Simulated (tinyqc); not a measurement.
# Gain factor and gap resistance from two string resistances

Problem. At small bit-line voltage each of the 96 cells has the resistance 1/(K x) at overdrive x (no mobility reduction) in series with a gap resistance Rg. Find K, Rg and the share of the gaps at the higher overdrive.

resistance of a string of 96 equal cells at overdrives of 4.4 and 8.2 V (kohm): [4652.8831, 3208.4739]

Answer. The resistance per cell is a straight line in 1/x with slope 1/K and intercept Rg.

K = 7.00 uA/V^2
Rg = 16.0 kohm
share of the gaps = 47.9 %

Computed by the program tinyqc: `OMP_NUM_THREADS=1 python tinyqc.py 2142220 2142221 out.jsonl`, one thread of a shared Intel Xeon 2.30GHz, about 0.5 s for the whole run.
